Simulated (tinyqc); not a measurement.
# From volume change from V0 back to static bulk modulus B0

Model: quasi-harmonic thermal expansion with mode Grueneisen parameters. Computed by tinyqc, a small Python program. Command: `OMP_NUM_THREADS=1 python tinyqc.py 3014117 3014118 out.jsonl qha inv`. One thread of a shared host (Intel(R) Xeon(R) Processor @ 2.30GHz), about 0.1 s of CPU time with the checks.

A crystal with two atoms a cell; per atom there are 1 transverse acoustic (TA), 1/2 longitudinal acoustic (LA) and 3/2 optical (O) modes. Every frequency of group i scales as nu_i (V/V0)^(-gamma_i). Each group has one frequency. Static energy: E = (9 V0 B0/16) [y^3 B' + y^2 (2 - 4 y)], y = (V0/V)^(2/3) - 1, with pressure P_s = (3 B0/2) (z^7 - z^5) [1 + (3/4)(B' - 4)(z^2 - 1)], z = (V0/V)^(1/3).

Inputs (values chosen for the exercise, for a model crystal):
```
quantity                       value             unit
static volume V0                19.1  angstrom^3/atom
static B'                       4.48                -
frequency nu_TA                 1.52              THz
frequency nu_LA                 3.09              THz
frequency nu_O                  5.97              THz
Grueneisen parameter gamma_TA   -1.7                -
Grueneisen parameter gamma_LA      1                -
Grueneisen parameter gamma_O     1.1                -
temperature T                    300                K
step factor f                      1                -
```

Acoustic groups: Einstein.

Constants: h x 1 THz = 4.135667696 meV; k_B = 8.617333262e-05 eV/K; 1 eV/angstrom^3 = 160.2176634 GPa.

Method:
- For a mode with x = h nu/(k_B T), n = 1/(exp(x) - 1): U = h nu (n + 1/2), C/k_B = x^2 n (n + 1); U_i and C_i sum these over group i with its weight per atom.
- Phonon pressure P_ph = sum_i gamma_i U_i/V.
- Start at V0 and step V(new) = V [1 + f (P_s + P_ph)/B0]; stop when |P_s + P_ph| < 1e-8 GPa, after 60 steps, or when V leaves 0.7 to 1.3 V0.
- B_T = -V d(P_s + P_ph)/dV at fixed T (central difference, step 1e-4 V); alpha_V = sum gamma_i C_i k_B/(B_T V), all at V(T); the linear coefficient is alpha_L = alpha_V/3.
- C_P - C_V = alpha_V^2 B_T V T; the optical frequency is nu_O (V/V0)^(-gamma_O).

Problem. A run gave the result below. Find the static bulk modulus B0, known to lie between 150 and 220 GPa.

volume change from V0 = 0.06991369 %

Solution.

Each step takes the trial c = (a f_b - b f_a)/(f_b - f_a), f being the result less the target and a, b, c the logarithms of the listed values; c replaces end b, the old b replaces a if the sign of f changed, and otherwise f_a is halved.

Scan of the range:
```
static bulk modulus B0 (GPa)  volume change from V0 (%)
150                                           0.0832571
160                                           0.0780487
170                                           0.0734536
182                                           0.0686065
194                                           0.0643596
206                                           0.0606078
220                                           0.0567483
```

False position (Illinois rule, in the logarithm of the input) inside the bracket:
```
step    end a    end b    trial  volume change from V0 (%)
1     170.000  182.000  178.683                  0.0698813
2     170.000  178.683  178.523                  0.0699440
3     178.683  178.523  178.600                  0.0699137
4     178.523  178.600  178.600                  0.0699137
5     178.523  178.600  178.600                  0.0699137
6     178.600  178.600  178.600                  0.0699137
7     178.600  178.600  178.600                  0.0699137
8     178.600  178.600  178.600                  0.0699137
9     178.600  178.600  178.600                  0.0699137
10    178.600  178.600  178.600                  0.0699137
11    178.600  178.600  178.600                  0.0699137
12    178.600  178.600  178.600                  0.0699137
```

Volume change from V0 falls at every point of a 13-point scan of the range (every second point is shown), so one value fits; it is bracketed by 170 and 182. Answer: static bulk modulus B0 = 178.6 GPa.
